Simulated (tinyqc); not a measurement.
## Access strength from the read disturbance

Question. Transistor (EKV form, voltages against the body): I = 2 n b Vt^2 [F(vp - Vs) - F(vp - Vd)] from drain to source, F(v) = ln^2(1 + exp(v/(2 Vt))), vp = (Vg - VT + sg |Vd - Vs|)/n. n-channel bodies are at 0; for the p-channel device all voltages are counted down from Vdd. b in uA/V^2 gives I in uA. In an SRAM read the low node Q obeys In(gate QB, drain Q) = Ip(gate QB, drain Q) + Ia, where the access transistor (threshold VTn) has its gate and drain at Vdd and its source at Q. Find Ia, ba and the cell ratio bn/ba.

Values chosen for this exercise:
- T = 300 K (temperature)
- Vdd = 0.75 V (supply voltage)
- n = 1.33 (slope factor)
- sg = 0.1 (drain-induced barrier lowering)
- VTn = 0.31 V (n-channel threshold)
- VTp = 0.38 V (p-channel threshold (magnitude))
- bn = 860 uA/V^2 (gain factor of the pull-down transistor)
- bp = 390 uA/V^2 (gain factor of the pull-up transistor)

Constants: q = 1.602176634e-19 C, kB = 1.380649e-23 J/K, Vt = kB T/q. Results are converted to the units shown.

Q and QB in the read (V): [0.12004116, 0.74952611]

Answer. The node equation gives Ia, which is proportional to ba.

Ia = 38.22 uA
ba = 860.0 uA/V^2
cell ratio = 1.000

Program tinyqc, `OMP_NUM_THREADS=1 python tinyqc.py 2340110 2340111 out.jsonl`; Intel Xeon 2.30GHz, shared host, one thread, about 0.2 s.
